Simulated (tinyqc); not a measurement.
# Resistance of a source-drain extension with a graded tip: effects of single changes

y runs along the channel, the gate covers y > 0. The doping is N0 for y < y0 and N0 10^(-(y - y0)/la) beyond, uniform over the depth xj. Sheet conductance s(y) = q mu(N) max(N - Nch, 0) xj + (for y > 0) ma Cox Vo, with mu(N) = u0 + (u1 - u0)/(1 + (N/Nr)^au) and Cox = eps0 eox/tox. Current is taken as one-dimensional; depletion of the tip, spreading and the contact are left out. The metallurgical junction lies at yj, where N = Nch.

Inputs (values chosen for the exercise); mobility law close to that of electrons in silicon:
```
symbol,value,unit,meaning
eox,3.9,,relative permittivity of the gate insulator (close to silicon dioxide)
tox,1.3,nm,insulator thickness
N0,2.9e20,cm^-3,active doping of the extension far from the gate
la,2.2,nm/decade,lateral abruptness
y0,0.8,nm,position under the gate where the fall begins (gate edge at 0)
xj,29,nm,depth of the extension
Nch,1.3e18,cm^-3,channel doping
Ls,12,nm,spacer length
Vo,0.54,V,gate overdrive
ma,120,cm^2/(V s),mobility of the gate-induced layer
u1,1414,cm^2/(V s),mobility at low doping
u0,68.5,cm^2/(V s),mobility at high doping
Nr,9.2e16,cm^-3,reference doping
au,0.711,,exponent
Lg,30,nm,gate length
```

Constants: q = 1.602176634e-19 C, eps0 = 8.8541878128e-14 F/cm where lengths are in cm. Results are converted to the units shown.

Each table varies one quantity; the others keep the values above.

## Abruptness at a fixed junction position

R_spacer = integral of dy/s from -Ls to 0, R_ov from 0 to yj, R_channel = (Lg - 2 yj)/(ma Cox Vo), R_total = 2 R_spacer + 2 R_ov + R_channel. Electrical length L_eff = ma Cox dR_total/d(1/Vo); R_series = R_total - L_eff/(ma Cox Vo). y0 is moved with la so that yj stays at 5.9666 nm.

The same in every row: yj (nm) = 5.967; R_channel (ohm um) = 105.0.

Abruptness at a fixed junction position:
```
la (nm/decade)	R_spacer (ohm um)	R_ov (ohm um)	R_total (ohm um)	L_eff (nm)	R_series (ohm um)
1	1.228	3.997	115.4	18.70	6.767
1.8	1.228	6.714	120.8	19.20	9.273
2.6	1.229	9.430	126.3	19.71	11.78
3.4	1.444	11.95	131.7	20.21	14.34
4.2	2.103	14.07	137.3	20.69	17.09
5	3.222	15.83	143.1	21.15	20.21
5.8	4.763	17.30	149.1	21.57	23.78
6.6	6.681	18.54	155.4	21.96	27.83
```

What does the table show?

As la goes from 1 to 6.6 nm/decade, R_total rises from 115 to 155 ohm um, R_spacer rises from 1.23 to 6.68 ohm um and R_ov rises from 4.00 to 18.5 ohm um. R_total changes on average by 7.14 ohm um for each nm/decade. L_eff exceeds the metallurgical length by 0.634 nm in the first row and 3.89 nm in the last, since the gate also controls the lightly doped tips.

## Effect of the active doping of the extension far from the gate

Same model as above.

Results:
```
N0 (cm^-3)	yj (nm)	R_spacer (ohm um)	R_ov (ohm um)	R_channel (ohm um)	R_total (ohm um)	L_eff (nm)	R_series (ohm um)
2e19	3.412	14.21	7.740	134.7	178.6	24.58	35.76
3.1e19	3.830	9.702	7.873	129.8	164.9	23.74	27.04
7.2e19	4.635	4.556	8.005	120.4	145.6	22.12	17.04
1.1e20	5.040	3.079	8.038	115.7	138.0	21.31	14.15
1.7e20	5.456	2.045	8.058	110.9	131.1	20.48	12.13
2.6e20	5.862	1.364	8.070	106.2	125.0	19.67	10.79
4e20	6.274	0.9000	8.078	101.4	119.3	18.84	9.882
```

Estimate the missing row, N0 = 4.7e19 cm^-3.

Computed row:
```
N0 (cm^-3)	yj (nm)	R_spacer (ohm um)	R_ov (ohm um)	R_channel (ohm um)	R_total (ohm um)	L_eff (nm)	R_series (ohm um)
4.7e19	4.228	6.705	7.953	125.2	154.5	22.94	21.22
```

With this row back in the table: As N0 goes from 2e19 to 4e20, R_total falls from 179 to 119 ohm um, L_eff falls from 24.6 to 18.8 nm and R_series falls from 35.8 to 9.88 ohm um.

Program tinyqc, `OMP_NUM_THREADS=1 python tinyqc.py 2282020 2282021 out.jsonl`; Intel Xeon 2.30GHz, shared host, one thread, about 0.04 s.
